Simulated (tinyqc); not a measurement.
Heisenberg spin cluster by exact diagonalisation: multiplets, susceptibility, level crossings: one step, computed by the program tinyqc.

H = J1 sum S_i.S_j over the bonds 1-2 - g mu_B B S_z; J > 0 is antiferromagnetic.

Task: Thermal averages at zero field. Z = sum k (2S + 1) exp(-E/(k_B T)) over the table, k the number of multiplets; <S^2> likewise with the factor S (S + 1); chi T = N_A g^2 mu_B^2 <S^2>/(3 k_B) = 0.125049 g^2 <S^2> cm^3 K/mol (cgs, per mole of clusters); C = (<E^2> - <E>^2)/(k_B T)^2; entropy = ln Z + <E>/(k_B T).

Inputs (values chosen for the exercise, for a model cluster): g factor = 2.2; temperature T = 21 K.

Cluster: dimer. Spin s of each site: 0.5.

Levels at B = 0:
```
E (meV)  total S  number of multiplets
-2.2825        1                     1
6.8475         0                     1
```

Constants: k_B = 8.617333262e-05 eV/K.

Give: <S^2>; chi T; heat capacity; entropy.

Result:

<S^2> = 1.996

chi T = 1.208 cm^3 K/mol

heat capacity = 0.05441 k_B

entropy = 1.112 k_B

Free spins would give <S^2> = 1.5 and the entropy 1.386 k_B; chi T is 133 % of the free value.
